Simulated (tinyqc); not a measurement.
Thickness and doping from the maximum and minimum capacitance.

Problem. A MOS capacitor has Cmax = Cox = eps0 eox/tox and 1/Cmin = 1/Cox + Wm/(eps0 eps_r), with Wm = sqrt(4 eps0 eps_r Vt ln(N/ni)/(q N)) and N well above ni. Find tox, Wm and N.

Parameters, values chosen for the exercise; band and dielectric values close to those of silicon:
```
symbol,value,unit,meaning
T,325,K,temperature
eps_r,11.9,,relative permittivity
eox,7.46,,relative permittivity of the gate insulator (close to silicon nitride)
```

Constants: q = 1.602176634e-19 C, kB = 1.380649e-23 J/K, Vt = kB T/q, eps0 = 8.8541878128e-14 F/cm where lengths are in cm. Results are converted to the units shown.

Cmax = 0.67400246 uF/cm^2
Cmin = 0.20476482 uF/cm^2
ni = 4.4507233e10 cm^-3

Solution. Cmax gives tox and the series difference Wm. N follows by iterating N = 4 eps0 eps_r Vt ln(N/ni)/(q Wm^2); ln(N/ni)/N falls steadily for N > e ni, so there is one root in that range.

tox = 9.800 nm
Wm = 35.82 nm
N = 9.700e17 cm^-3

tinyqc, about 0.01 s, one thread, Intel Xeon 2.30GHz (shared host): `OMP_NUM_THREADS=1 python tinyqc.py 2060003 2060004 out.jsonl`
